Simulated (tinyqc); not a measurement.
p-n diode with diffusion and depletion-layer recombination: two steps of the calculation.

Abrupt junction in the depletion approximation, low injection, full ionisation, neutral widths fixed, ohmic contact on the p side. Vj is the junction voltage; where a series resistance Rs is given, V = Vj + J Rs is the terminal voltage.

Parameters, values chosen for the exercise; band and dielectric values close to those of gallium arsenide: temperature T = 250 K; band gap Eg = 1.4 eV; conduction-band density of states at T Nc = 3.3e17 cm^-3; valence-band density of states at T Nv = 6.78e18 cm^-3; acceptor density Na = 5.2e17 cm^-3; donor density Nd = 2e15 cm^-3; electron mobility in the p side mun = 2300 cm^2/(V s); hole mobility in the n side mup = 380 cm^2/(V s); electron lifetime tn = 1e-7 s; hole lifetime tp = 1e-8 s; neutral width of the p side wp = 11 um; neutral width of the n side wn = 25 um; recombination velocity at the n contact Sp = 30000 cm/s; series resistance Rs = 0.00027 ohm cm^2; terminal voltage V = 1.32 V.

Constants: q = 1.602176634e-19 C, kB = 1.380649e-23 J/K, Vt = kB T/q. Results are converted to the units shown.

Question 1. Diffusion lengths and saturation currents. ni = sqrt(Nc Nv) exp(-Eg/(2 Vt)), Eg in volts; D = mu Vt; Ln = sqrt(Dn tn), Lp = sqrt(Dp tp); J0n = q ni^2 Dn coth(wp/Ln)/(Ln Na); J0p = (q ni^2 Dp/(Lp Nd)) (s + tanh(wn/Lp))/(1 + s tanh(wn/Lp)), s = Sp Lp/Dp.

Find: ni; Ln; Lp; J0n; J0p.

Answer 1.

ni = 1.157e4 cm^-3
Ln = 22.26 um
Lp = 2.861 um
J0n = 2.008e-24 A/cm^2
J0p = 3.071e-22 A/cm^2

wp/Ln = 0.49 and wn/Lp = 8.7; holes carry 99.4 % of the diffusion current.

Question 2. New Vj. Diffusion current alone: J = J0 (exp(Vj/Vt) - 1), g = Vj + J Rs - V, g' = 1 + Rs J0 exp(Vj/Vt)/Vt, Vj(new) = Vj - g/g'.

Vj after iteration 1 = 1.3200000 V
J0 = J0n + J0p = 3.0906197e-22 A/cm^2

Wanted: J; g; g'; Vj after iteration 2.

Answer 2.

J = 1.259e5 A/cm^2
g = 34.00 V
g' = 1579
Vj after iteration 2 = 1.298 V

Program tinyqc, `OMP_NUM_THREADS=1 python tinyqc.py 2260104 2260105 out.jsonl`; Intel Xeon 2.30GHz, shared host, one thread, about 0.01 s.
